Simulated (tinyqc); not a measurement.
A log to judge: nudged elastic band on a two-dimensional model surface. Computed by tinyqc. Command: `OMP_NUM_THREADS=1 python tinyqc.py 3023296 3023297 out.jsonl neb walk`. One thread of a shared host (Intel(R) Xeon(R) Processor @ 2.30GHz), about 0.08 s of CPU time with the checks.

V(x, y) = -A (cos kx + cos ky) - B cos kx cos ky + (C sin ky + S sin kx)(1 - cos kx), k = 2 pi/a; the atom hops from the minimum at (0, 0) to that at (a, 0).

Inputs (values chosen for the exercise, for a model surface): amplitude A = 0.19 eV; amplitude B = 0.039 eV; skew C = 0.045 eV; asymmetry S = -0.028 eV; period a = 2.9 angstrom; movable images n = 5; spring constant k_s = 0.34 eV/angstrom^2; step factor eta = 1.8 angstrom^2/eV; iteration cap = 100.

Surface: adatom on a square lattice. Climbing image: off.

Method:
- Newton steps x(new) = x - H^-1 grad V (moves limited to 0.3 angstrom) from (0, 0), (a, 0) and (a/2, 0) give the two minima and the saddle.
- Tangent at image i: towards the higher neighbour if the energies rise or fall through i; at a maximum or minimum, tau = t+ dmax + t- dmin if V(i+1) > V(i-1), else t+ dmin + t- dmax, with t+ = R(i+1) - R(i), t- = R(i) - R(i-1) and dmax, dmin the larger and smaller of |V(i+1) - V(i)| and |V(i-1) - V(i)|; then normalise. Force F = -grad V + (grad V.tau) tau + k_s (|t+| - |t-|) tau.
- Update R(new) = R + eta F; the end points stay fixed.
- Start on the straight line; stop when the largest force is below 1e-4 or above 1e6 eV/angstrom.

Course of the band:
```
iteration  highest image (eV)  largest force (eV/angstrom)
1                    0.458000                     0.194995
2                    0.437565                     0.126070
3                    0.433464                     0.296207
4                    0.433632                     0.420880
5                    0.432938                     0.456338
6                    0.437478                     0.630443
7                    0.439104                     0.563904
8                    0.439520                     0.387298
9                    0.429532                     0.434240
...                       ...                          ...
92                   0.439875                     0.040652
93                   0.440085                     0.039162
94                   0.439161                     0.036100
95                   0.439894                     0.028703
96                   0.439062                     0.025028
97                   0.439508                     0.021093
98                   0.439015                     0.019835
99                   0.439256                     0.018142
100                  0.438887                     0.017570
```

Band at the end:
```
image  x (angstrom)  y (angstrom)    E (eV)
0           0.00000       0.00000  0.000000
1           1.51224      -3.14628  0.438887
2           2.89695       0.06606  0.002347
3           0.58359       2.64409  0.154968
4          -2.89585       2.84040  0.001915
5          -0.57893       0.25379  0.222053
6           2.90000       0.00000  0.000000
```

Can the last value be used, and what does the course show?

No. Not converged within 100 iterations: the residual falls unevenly, on average by a factor of about 0.92 a step. Reruns converge with step factor eta = 0.3, iteration cap = 600; or with iteration cap = 600. Reruns still fail with step factor eta = 45.0, iteration cap = 600.
